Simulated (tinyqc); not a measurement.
From results back to parameters: dielectric confinement in a thin film (image charges). Three cases, with inputs chosen for the exercise.

Problem. The self-energy at the centre was computed from a hidden eh.

A film |z| < t/2 of dielectric constant eps between half-spaces of dielectric constant e2; lam = (eps - e2)/(eps + e2), q = e^2/(4 pi eps0). The self-energy of a band edge is taken with the high-frequency value, e2 = eh, and the field of a fixed ion with the static one, e2 = eo. A charge at z has images lam^|n| at n t + (-1)^n z. Its self-energy is S(z) = (q/2 eps) sum over n >= 1 of lam^n [1/(n t - 2z) + 1/(n t + 2z)] for odd n and 2 lam^n/(n t) for even n; at the centre S(0) = -(q/(eps t)) ln(1 - lam).

Constants: e^2/(4 pi eps0) = 14.39964547 eV angstrom.

Find: lam; eh.

Method. lam = 1 - exp(-S(0) eps t/q), and eh = eps (1 - lam)/(1 + lam).

Case 1.

Values chosen: t = 26 angstrom (film thickness); eps = 11.4 (dielectric constant of the film).
S(0) = 41.2751 meV

Solution.

lam = 0.5724
eh = 3.1

Case 2.

Values chosen: t = 40 angstrom (film thickness); eps = 11.8 (dielectric constant of the film).
S(0) = 20.2018 meV

Solution.

lam = 0.4843
eh = 4.1

Case 3.

Values chosen: t = 50 angstrom (film thickness); eps = 16.4 (dielectric constant of the film).
S(0) = 26.0368 meV

Solution.

lam = 0.7730
eh = 2.1

Computed by tinyqc, one run a case: `OMP_NUM_THREADS=1 python tinyqc.py N N+1 out.jsonl` with N = 1252731, 1252758, 1252787; one thread of a shared Intel(R) Xeon(R) Processor @ 2.30GHz, about 0.06 s a run at most.
